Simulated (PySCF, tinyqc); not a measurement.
RKS/BP86 in the sto-6g basis, for H4, spin multiplicity 1, step by step. The lowest restricted solution is unstable here: a spin-polarised one lies 0.0361 hartree lower (PySCF). One step of it, computed by the program tinyqc.

Problem. Iteration 2: building the Kohn-Sham matrix. J_ij = sum D_kl (ij|kl); F = H + J + V_xc; E = tr D H + tr D J / 2 + E_xc + E_nn.

D after iteration 1:
```
           1H 1s      2H 1s      3H 1s      4H 1s
1H 1s   0.851665  -0.351185   0.851665  -0.351185
2H 1s  -0.351185   0.851665  -0.351185   0.851665
3H 1s   0.851665  -0.351185   0.851665  -0.351185
4H 1s  -0.351185   0.851665  -0.351185   0.851665
```

core Hamiltonian H = T + V (hartree):
```
           1H 1s      2H 1s      3H 1s      4H 1s
1H 1s  -1.672844  -0.810567  -0.875932  -0.460316
2H 1s  -0.810567  -1.672844  -0.460316  -0.875932
3H 1s  -0.875932  -0.460316  -1.672844  -0.810567
4H 1s  -0.460316  -0.875932  -0.810567  -1.672844
```

Two-electron integrals (ij|kl) in chemists' order, unique and non-zero (hartree):
```
(11|11) 0.774999   (21|11) 0.223430   (21|21) 0.088859   (22|11) 0.415145
(22|21) 0.223430   (22|22) 0.774999   (31|11) 0.247006   (31|21) 0.077506
(31|22) 0.155294   (31|31) 0.106133   (32|11) 0.096619   (32|21) 0.039668
(32|22) 0.102511   (32|31) 0.042844   (32|32) 0.022039   (33|11) 0.432849
(33|21) 0.146715   (33|22) 0.313835   (33|31) 0.247006   (33|32) 0.102511
(33|33) 0.774999   (41|11) 0.102511   (41|21) 0.039668   (41|22) 0.096619
(41|31) 0.042844   (41|32) 0.021734   (41|33) 0.096619   (41|41) 0.022039
(42|11) 0.155294   (42|21) 0.077506   (42|22) 0.247006   (42|31) 0.067129
(42|32) 0.042844   (42|33) 0.155294   (42|41) 0.042844   (42|42) 0.106133
(43|11) 0.146715   (43|21) 0.058754   (43|22) 0.146715   (43|31) 0.077506
(43|32) 0.039668   (43|33) 0.223430   (43|41) 0.039668   (43|42) 0.077506
(43|43) 0.088859   (44|11) 0.313835   (44|21) 0.146715   (44|22) 0.432849
(44|31) 0.155294   (44|32) 0.096619   (44|33) 0.415145   (44|41) 0.102511
(44|42) 0.247006   (44|43) 0.223430   (44|44) 0.774999
```

nuclear repulsion = 2.43218038 hartree

V_xc (hartree):
```
           1H 1s      2H 1s      3H 1s      4H 1s
1H 1s  -0.456096  -0.155923  -0.180315  -0.085798
2H 1s  -0.155923  -0.456096  -0.085798  -0.180315
3H 1s  -0.180315  -0.085798  -0.456096  -0.155923
4H 1s  -0.085798  -0.180315  -0.155923  -0.456096
```

E_xc = sum of w rho eps_xc = -1.43133216 hartree

Give: Coulomb J; Kohn-Sham matrix F; total energy of this density.

Solution.

Coulomb J (hartree):
```
       1H 1s  2H 1s  3H 1s  4H 1s
1H 1s  1.935  0.735  0.811  0.399
2H 1s  0.735  1.935  0.399  0.811
3H 1s  0.811  0.399  1.935  0.735
4H 1s  0.399  0.811  0.735  1.935
```

Kohn-Sham matrix F (hartree):
```
        1H 1s   2H 1s   3H 1s   4H 1s
1H 1s  -0.194  -0.231  -0.245  -0.147
2H 1s  -0.231  -0.194  -0.147  -0.245
3H 1s  -0.245  -0.147  -0.194  -0.231
4H 1s  -0.147  -0.245  -0.231  -0.194
```

total energy of this density = -2.01528 hartree
